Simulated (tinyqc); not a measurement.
# Spin coating of a resist or spin-on film: centrifugal thinning, evaporation and the final thickness (Emslie and Meyerhofer models), step by step

A worked calculation. Computed by tinyqc, a small Python program that keeps every step. Command: `OMP_NUM_THREADS=1 python tinyqc.py 3111752 3111753 out.jsonl spincoat walk`. One thread of a shared host (Intel(R) Xeon(R) Processor @ 2.30GHz), about 0.06 s of CPU time with the checks. Intermediate numbers are printed to about 6 digits and carried at full precision; extremes and crossings named in words are read from the listed rows.

A Newtonian film stays uniform over the wafer; solvent and solids have the same density and the concentration is uniform through the thickness.

Inputs (values chosen for the exercise, of the order of those of a polymer resist in an ester solvent): solids volume fraction c0 = 0.31; kinematic viscosity of the solvent nu_s = 1.4 mm^2/s; viscosity constant k = 5100 mm^2/s; viscosity exponent gamma = 2.4; spin speed f = 5000 rpm; evaporation rate at 1000 rpm e0 = 0.052 micrometre/s; starting thickness h0 = 200 micrometre; time t = 0.85 s; wafer radius R = 100 mm; shrinkage in the bake = 7.4 %.

## Rates

omega = 2 pi f/60; nu(c) = nu_s + k c^gamma; evaporation rate e = e0 sqrt(f/1000 rpm). Flow constant K = 2 omega^2/(3 nu(c0)); Reynolds number of the air omega R^2/nu_air with nu_air = 15 mm^2/s.

omega = 523.599 1/s

nu(c0) = 308.188 mm^2/s

evaporation rate e = 0.116276 micrometre/s

flow constant K = 5.93049e-04 1/(micrometre^2 s)

Reynolds number of the air = 349066

Caution: above a Reynolds number of about 3e5 the air flow near the rim turns turbulent, and evaporation is no longer uniform.

## Thinning without evaporation

dh/dt = -K h^3 gives h = h0/sqrt(1 + 2 K h0^2 t); for long times h = 1/sqrt(2 K t).

h(t) without evaporation = 31.1108 micrometre

long-time form = 31.4942 micrometre

time 1/(2 K h0^2) = 0.0210775 s

The long-time form is within 1.2 %: the starting thickness is forgotten.

## The two-stage estimate

Meyerhofer estimate: flow rules until (1 - c0) K h^3 = e, then evaporation alone: h_w = (e/((1 - c0) K))^(1/3), dry film c0 h_w.

wet thickness h_w = 6.57430 micrometre

dry film, estimate = 2038.03 nm

drying time (1 - c0) h_w/e = 39.0131 s

## First explicit step of the full model

Solids s and liquid l per area start at s = c0 h0, l = (1 - c0) h0. With h = h0 and c = c0: Q = K h^3, K = 2 omega^2/(3 nu); one Euler step of length dt = 0.01 h0/Q for s and l, ds/dt = -c Q, dl/dt = -(1 - c) Q - e.

Q = 4744.39 micrometre/s

dt = 4.21551e-04 s

s = 61.38 micrometre

l = 136.620 micrometre

Q/e at the start = 40803.0

## The full model

Full model for solids s and liquid l per area, h = s + l, c = s/h: ds/dt = -c Q, dl/dt = -(1 - c) Q - e, Q = 2 omega^2 h^3/(3 nu(c)); integrated adaptively (relative tolerance 1e-9) until l = 0. Dry film = s at l = 0, before the bake; film after the bake = s x (1 - shrinkage).

time to dry = 49.4538 s

dry film = 2190.97 nm

film after the bake = 2028.84 nm

## Course in time

Times are fractions of the time to dry.

History:
```
fraction        t (s)  h (micrometre)         c  nu (mm^2/s)          Q/e   s (nm)
0.003     1.48361e-01         70.5374  0.310055       308.32  1.78927e+03  21870.5
0.010     4.94538e-01         40.4315  0.310304       308.91  3.36314e+02  12546.1
0.030     1.48361e+00         23.6562  0.311529       311.83  6.67318e+01   7369.6
0.100     4.94538e+00         12.9769  0.319312       330.77  1.03847e+01   4143.7
0.200     9.89076e+00          9.0998  0.337103       376.55  3.14557e+00   3067.6
0.350     1.73088e+01          6.6936  0.377132       492.48  9.57194e-01   2524.4
0.500     2.47269e+01          5.3184  0.436108       697.38  3.39070e-01   2319.4
0.700     3.46177e+01          3.9613  0.560518      1272.52  7.67823e-02   2220.4
0.900     4.45084e+01          2.7698  0.792213      2917.42  1.14492e-02   2194.3
```

Q/e drops below 1 between t = 9.9 and 17 s, when c has risen from 0.31 to about 0.377; after that row the solids fall by a further 13 %. The full model gives 1.08 times the two-stage estimate.

## Spin curve

The formulas are those given above.

Dry film against speed:
```
f (rpm)  full model (nm)  estimate (nm)  time to dry (s)
500              6925.34        6444.83          492.591
1000             4898.43        4557.18          246.839
1500             3999.85        3720.92          164.679
2000             3464.08        3222.41          123.554
3000             2828.48        2631.09           82.399
4000             2449.57        2278.59           61.811
6000             2000.08        1860.46           41.214
```

The full thickness goes as f^-0.500; the estimate as (e/omega^2)^(1/3) = f^(-1/2). The time to dry goes as f^-1.00. A thickness window of 1 % allows a speed error of about 2 %.

Checks made by the program: constant-viscosity run against c0 h0 exp(-int K h^2 dt) (relative difference 8e-06).
